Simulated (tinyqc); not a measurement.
Worked calculation: model-solid line-up of a strained alloy layer on a substrate. Values are carried at full precision from step to step, so a last printed digit may differ when a step is redone from the rounded ones.

All values of the alloy are linear in x but the gap, Eg(x) = (1 - x) Eg_A + x Eg_B - C x (1 - x), and the valence edge, Ev(x) = (1 - x) Ev_A + x Ev_B + fv C x (1 - x); Ec = Ev + Eg. Ev is the top of the unstrained valence band on a scale common to all materials. In the layer only the Gamma valley of the conduction band is followed, also where an X or L valley would lie lower.

Values chosen for the exercise (A near GaAs, B near GaSb, substrate near InP; shifted at random, so the results belong to these values and not to a real crystal): a = (5.657, 6.103) angstrom (lattice constant of A, B); Eg = (1.525, 0.823) eV (gap at Gamma to the s-like level of A, B); Dso = (0.339, 0.764) eV (spin-orbit splitting of A, B); Ev = (-0.8, -0.03) eV (top of the unstrained valence band of A, B); ac = (-7.09, -7.53) eV (conduction deformation potential of A, B); av = (1.17, 0.8) eV (valence hydrostatic potential of A, B); b = (-1.97, -1.98) eV (tetragonal shear potential of A, B); d = (-4.87, -4.68) eV (trigonal shear potential of A, B); C11 = (123.6, 88.3) GPa (of A, B); C12 = (56.6, 40.2) GPa (of A, B); C44 = (59.5, 42.8) GPa (of A, B); C = 1.534 eV (bowing of the gap); fv = 0.7 (share of the bowing taken by the valence edge); x = 0.36 (fraction of B); a_s = 5.867 angstrom (substrate); face = 001 (growth face); Eg_s = 1.408 eV (lowest gap of the substrate); Ev_s = -0.94 eV (substrate valence edge).

## Values of the alloy

Interpolate.

Alloy at x (a in angstrom, C11, C12, C44 in GPa, all else in eV):
```
symbol     value
a         5.8176
Eg        0.9188
Dso       0.4920
Ev       -0.2754
ac       -7.2484
av        1.0368
b        -1.9736
d        -4.8016
C11     110.8920
C12      50.6960
C44      53.4880
```

## Strain on the (001) substrate

Coherent growth on a (001) face: e_par = (a_s - a)/a, e_perp = -2 (C12/C11) e_par; exx = eyy = e_par, ezz = e_perp, no shear.

Use the values of the alloy.

e_par = 0.008498
e_perp = -0.007770

strain tensor in the cubic axes:
```
          x         y          z
x  0.008498  0.000000   0.000000
y  0.000000  0.008498   0.000000
z  0.000000  0.000000  -0.007770
```

The layer is under tension in the plane; its volume changes by +0.923 %.

## Strained band edges

Strained edges: Ec + ac tr(e); the valence edges are Ev plus the levels of the 6 x 6 matrix of X, Y, Z times spin with -Dso/3 + l exx + m (eyy + ezz) on the diagonal (cyclic), n exy off it, l = av + 2 b, m = av - b, n = sqrt(3) d. Spin-orbit term (Dso/3) L.sigma on X, Y, Z with (L_k)_ij = -i epsilon_kij: <X+|H|Y+> = -i Dso/3, <X+|H|Z-> = Dso/3, <Y+|H|Z-> = -i Dso/3, <Z+|H|X-> = -Dso/3, <Z+|H|Y-> = i Dso/3, <X-|H|Y-> = i Dso/3, and their conjugates; + and - are the spin along z.

Give the hydrostatic shifts, the strain block and the edges.

ac tr(e), av tr(e) (eV): -0.0669  0.0096

strain block (eV):
```
         X        Y       Z
X  -0.0225        0       0
Y        0  -0.0225       0
Z        0        0  0.0738
```

Ec and the three valence edges from the top (eV): 0.5766  -0.2298  -0.2979  -0.7617

strained gap = 0.8064 eV

Strain moves the gap by -112 meV: -76 meV from the volume and -36 meV from the splitting of the valence edge, which always raises the top.

## Offsets against the substrate material

dEc = Ec(substrate) - Ec(layer), dEv = Ev(layer) - Ev(substrate); positive values confine the carrier in the layer. Type I: both of one sign; type II: opposite signs; type III: the gaps do not overlap.

Give also the smallest gap across the interface, min Ec - max Ev.

dEc = -0.1086 eV
dEv = 0.7102 eV

type: II

smallest gap = 0.6978 eV

Electrons collect in the substrate material and holes in the layer.

## Critical thickness (Matthews-Blakeslee, single layer)

h = K (ln(h/b) + 1) with K = b (1 - nu/4)/(4 pi |e_par| (1 + nu)) for 60-degree dislocations, b = a/sqrt(2) the Burgers vector (not the shear potential of the table), nu = C12/(C11 + C12). Iterate from h = 10 b until h changes by less than 1e-6 of itself.

b (Burgers vector) = 4.1136 angstrom
nu = 0.3137
K = 27.02 angstrom

first iterates (angstrom): 41.1  89.2  110.2  115.9  117.2  117.5

critical thickness = 11.76 nm

Thicker layers can relax, and the strained edges then no longer apply; metastable growth often exceeds this equilibrium value.

## Checks

- Valence edges against the closed form for (001) strain: they agree to 1e-10 or better.

tinyqc: `OMP_NUM_THREADS=1 python tinyqc.py 1050490 1050491 out.jsonl`; about 0.02 s, one thread, shared Intel(R) Xeon(R) Processor @ 2.30GHz.
